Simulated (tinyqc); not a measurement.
Deep-level transient spectroscopy (DLTS) of one majority-carrier trap: one step, computed by the program tinyqc.

A filling pulse loads the traps in a one-sided junction; under reverse bias they empty at the rate e, and the capacitance relaxes as C(t) = C_0 - dC exp(-e t). The signal is S = [C(t_2) - C(t_1)]/dC.

Problem. Rate window and signal. S(e) = exp(-e t_1) - exp(-e t_2) peaks at the rate window e_0 = ln(t_2/t_1)/(t_2 - t_1).

Inputs (values chosen for the exercise, for a model semiconductor): gate time t_1 = 0.0006 s; ratio t_2/t_1 = 10; temperature T = 131 K.

Carriers: electrons. Extra term: none.

emission rate e = 14.41038 1/s

Give: rate window e_0; peak height S_max; signal at T.

Solution.

rate window e_0 = 426.4 1/s

peak height S_max = 0.6968

signal at T = 0.07422

At this T the trap empties slower than the window, by a factor 29.6: the point lies on the low-temperature side of the peak.
